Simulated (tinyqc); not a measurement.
Worked calculation: velocity overshoot from momentum and energy balance equations after a field step. Computed by tinyqc, a small Python program that keeps every step. Command: `OMP_NUM_THREADS=1 python tinyqc.py 3007410 3007411 out.jsonl overshoot walk`. One thread of a shared host (Intel(R) Xeon(R) Processor @ 2.30GHz), about 0.02 s of CPU time with the checks. Intermediate numbers are printed to about 7 digits and carried at full precision; extremes and crossings named in words are read from the listed rows.

At t = 0 the field jumps from 0 to F in a uniform sample. v is the drift velocity and u = w - (3/2) k_B T the excess energy per carrier.

Inputs (values chosen for the exercise, modelled on electrons in strained silicon except for tau_E): effective mass m = 0.19 m_0; low-field mobility mu_0 = 2300 cm^2/(V s); saturation velocity v_s = 0.97 1e7 cm/s; energy relaxation time tau_E = 0.46 ps; field after the step F = 46 kV/cm; lattice temperature T = 300 K; time step dt = 3.7 fs.

Scheme: implicit in the damping.

Constants: m_0 = 9.1093837015e-31 kg; e = 1.602176634e-19 C; k_B = 8.617333262e-05 eV/K.

## Constants and steady state

dv/dt = e F/m - v/tau_m(u), du/dt = e F v - u/tau_E, tau_m(u) = tau_0/(1 + c u), tau_0 = m mu_0/e, c = mu_0/(e tau_E v_s^2); this choice gives the steady state v (1 + mu_0 F v/v_s^2) = mu_0 F, which saturates at v_s. Steady velocity v = 2 mu_0 F/(1 + sqrt(1 + 4 (mu_0 F/v_s)^2)); u = e F v tau_E; carrier temperature T + 2u/(3 k_B), neglecting the drift energy m v^2/2.

tau_0 = 248.4620 fs

c = 53.14061 1/eV

acceleration e F/m = 0.04258196 1e7 cm/s per fs

steady velocity = 0.9265527 1e7 cm/s

steady excess energy = 0.1960585 eV

steady carrier temperature = 1816.777 K

tau_E/tau_0 = 1.85, and in the steady state tau_m has shrunk to 21.8 fs.

## First four steps

dv/dt = e F/m - v/tau_m(u), du/dt = e F v - u/tau_E, tau_m(u) = tau_0/(1 + c u), tau_0 = m mu_0/e, c = mu_0/(e tau_E v_s^2); this choice gives the steady state v (1 + mu_0 F v/v_s^2) = mu_0 F, which saturates at v_s. Step: v_new = (v + dt e F/m)/(1 + dt/tau_m(u)), u_new = (u + dt e F v_new)/(1 + dt/tau_E). Start v = u = 0; the distance adds dt (v + v_new)/2.

Steps:
```
step  t (fs)  v (1e7 cm/s)       u (eV)  tau_m (fs)
1        3.7     0.1552414  0.000262113    245.0488
2        7.4     0.3081420  0.000780294    238.5697
3       11.1     0.4585831  0.001548348    229.5727
4       14.8     0.6063636  0.002559790    218.7110
```

## The whole transient

Run to 8 times the larger of tau_E and tau_0, but at most 20001 steps, and stop early if |v| > 1000 v_s or u < -1/(2c); the run is accepted if the last v is within 0.5 % of the steady value.

Selected steps, the peak among them:
```
step        t (fs)  v (1e7 cm/s)        u (eV)  distance (nm)
1     3.700000e+00      0.155241  2.621127e-04   2.871967e-02
2     7.400000e+00      0.308142  7.802941e-04   1.144456e-01
4     1.480000e+01      0.606364  2.559790e-03   4.533049e-01
8     2.960000e+01      1.164449  8.893116e-03   1.770528e+00
14    5.180000e+01      1.853173  2.423138e-02   5.159512e+00
24    8.880000e+01      2.397476  5.859852e-02   1.327585e+01
26    9.620000e+01      2.410547  6.576960e-02   1.505612e+01
41    1.517000e+02      1.964317  1.114304e-01   2.746800e+01
69    2.553000e+02      1.250764  1.531007e-01   4.334181e+01
118   4.366000e+02      1.022534  1.785577e-01   6.334041e+01
202   7.474000e+02      0.948023  1.917499e-01   9.365595e+01
344   1.272800e+03      0.928637  1.956297e-01   1.427708e+02
585   2.164500e+03      0.926595  1.960498e-01   2.254382e+02
995   3.681500e+03      0.926553  1.960585e-01   3.659972e+02
```

peak velocity = 2.410547 1e7 cm/s

time of the peak = 96.2 fs

distance at the peak = 15.05612 nm

last relative deviation from the steady velocity = 6.043445e-08

peak over steady velocity = 2.601630

The velocity overshoots to 2.60 times its steady value: momentum follows the field within tau_m while the energy, and with it the scattering rate, builds up over tau_E. A channel shorter than a few times 15 nm would see this.

## Error of the time step

The peak velocity is recomputed with dt/2 and dt/4 and by an adaptive Runge-Kutta method (tolerance 1e-9).

Peak velocity:
```
step      v_peak (1e7 cm/s)   error (%)
dt                 2.410547  -0.3183644
dt/2               2.414049  -0.1735769
dt/4               2.416145  -0.0868799
adaptive           2.418246   0.0000000
```

The implicit scheme puts the peak 0.32 % too low; halving dt divides the error by 1.83, as a first-order method should.

Checks made by the program: peak at dt/4 against the adaptive solution (relative difference 9e-04).
